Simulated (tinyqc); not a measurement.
## Zener tunnelling in a reverse-biased junction, two-band WKB: effect of temperature

Abrupt p-n junction, depletion approximation. Energies E are counted from the conduction-band edge of the neutral n side; its Fermi level lies at dn, that of the p side at dn - V, and the valence-band edge of the neutral p side at Em = dn + dp - V. Tunnelling needs 0 < E < Em. Two-band dispersion with equal masses m: inside the gap kappa = sqrt(m u (1 - u/Eg)/C), u the distance from a band edge, C = hbar^2/(2 m0).

Nc and Nv are given at 300 K and scale as (T/300 K)^1.5; Eg, m and eps_r are held. Nd = Nc F12(dn/Vt), Na = Nv F12(dp/Vt), F12(x) = (2/sqrt(pi)) int_0^infinity sqrt(u)/(1 + exp(u - x)) du; dn = EF - Ec on the n side, dp = Ev - EF on the p side (negative outside the bands); Vbi = Eg + dn + dp. W = sqrt(2 eps0 eps_r (Vbi - V)(1/Na + 1/Nd)/q), mean field F = (Vbi - V)/W, peak field 2 F. In a uniform field F the exponent is S = pi sqrt(m/C) Eg^1.5/(4 F). Transverse energy Et = C kt^2/m raises it to S (1 + 4 Et/Eg), so T = exp(-S) exp(-Et/Eb) with Eb = Eg/(4 S). KJ = (2 q^2/h) m/(4 pi C) (times 1e14 for A/cm^2 per eV^2). J = KJ exp(-S) Eb times the integral from 0 to Em of [f(E - dn) - f(E - dn + V)] [1 - exp(-min(E, Em - E)/Eb)] dE, f(x) = 1/(1 + exp(x/Vt)), with S and Eb from the mean field; J > 0 flows from p to n.

Parameters, values chosen for the exercise; band and dielectric values close to those of gallium arsenide:

| symbol | value | unit | meaning |
|---|---|---|---|
| Eg | 1.41 | eV | band gap |
| eps_r | 12.9 |  | relative permittivity |
| Nc | 4.35e17 | cm^-3 | conduction-band density of states at 300 K |
| Nv | 8.97e18 | cm^-3 | valence-band density of states at 300 K |
| m | 0.071 | m0 | band-edge mass of the two-band model |
| Na | 1.9e19 | cm^-3 | acceptor density |
| Nd | 5.5e18 | cm^-3 | donor density |
| V | -0.86 | V | bias of the p side |

Constants: q = 1.602176634e-19 C, kB = 1.380649e-23 J/K, hbar = 1.054571817e-34 J s, h = 6.62607015e-34 J s, m0 = 9.1093837015e-31 kg, Vt = kB T/q, eps0 = 8.8541878128e-14 F/cm where lengths are in cm, hbar^2/(2 m0) = 0.0380998212 eV nm^2. Results are converted to the units shown.

Effect of temperature:
```
T (K),Vbi (V),mean field (MV/cm),S,J (A/cm^2)
50,1.631,0.8632,20.80,-0.01556
100,1.630,0.8630,20.80,-0.01547
150,1.627,0.8626,20.81,-0.01531
200,1.624,0.8621,20.82,-0.01506
300,1.614,0.8604,20.86,-0.01432
400,1.601,0.8580,20.92,-0.01333
```

Vbi falls from 1.63 to 1.60 V, S rises from 20.8 to 20.9, and |J| falls from 0.0156 to 0.0133 A/cm^2, a spread of a factor 1.17. That is small against a thermally activated current. The shrinking of the gap with temperature, left out here, would raise J.

Range of the model: Parabolic densities of states, no band tails and no gap narrowing, all of which matter at such doping.

tinyqc, about 0.01 s, one thread, Intel Xeon 2.30GHz (shared host): `OMP_NUM_THREADS=1 python tinyqc.py 2620134 2620135 out.jsonl`
